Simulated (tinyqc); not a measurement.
Bias-temperature instability, empirical power law with universal recovery: two steps of the calculation.

Threshold-voltage shift at the end of a stress: dV = A (V/V0)^g exp[-(Ea q/kB)(1/T - 1/T0)] (t/1 s)^n. After a delay tr the permanent share pp stays and the rest falls by r = 1/(1 + B (tr/t)^be). An empirical model: its parameters are fits, not properties.

Parameters, values chosen for the exercise: reference stress voltage V0 = 1.3 V; reference temperature T0 = 398 K; shift after 1 s at V0 and T0 A = 11 mV; time exponent n = 0.24; voltage exponent g = 4.9; apparent activation energy of the shift Ea = 0.17 eV; permanent share pp = 0.41; recovery scale B = 3.7; recovery dispersion be = 0.23; use voltage V = 0.74 V; use temperature T = 358 K; failure criterion dc = 50 mV; delay before the measurement tr = 1 s.

Constants: q = 1.602176634e-19 C, kB = 1.380649e-23 J/K. Results are converted to the units shown.

Task 1. Shift and lifetime at use conditions. The lifetime solves dV = dc; ten years are 3.15576e8 s.

Wanted: voltage factor; temperature factor; shift after ten years; lifetime; largest voltage for ten years.

Result 1.

voltage factor = 0.063229
temperature factor = 0.57475
shift after ten years = 43.810 mV
lifetime = 17.34 years
largest voltage for ten years = 0.76023 V

The device passes: the shift at ten years is below dc. In time the voltage exponent is g/n = 20.4 and the activation energy Ea/n = 0.708 eV.

Task 2. What a delayed measurement sees. At V0 and T0, measured shift = dV [pp + (1 - pp) r]; the apparent exponent is the slope of ln(shift) against ln t between the first and last point.

t, point 0 to 2 (s): [10, 100, 1000]

Find: dV; share left; measured; apparent n.

Result 2.

| point | dV (mV) | share left | measured (mV) |
|---|---|---|---|
| 0 | 19.12 | 0.5956 | 11.39 |
| 1 | 33.22 | 0.6684 | 22.21 |
| 2 | 57.73 | 0.7461 | 43.07 |

apparent n = 0.2889

The delay hides 25.4 % of the last shift and raises the exponent from 0.24 to 0.289, since short stresses recover by a larger share.

Program tinyqc, `OMP_NUM_THREADS=1 python tinyqc.py 2070060 2070061 out.jsonl`; Intel Xeon 2.30GHz, shared host, one thread, about 0.01 s.
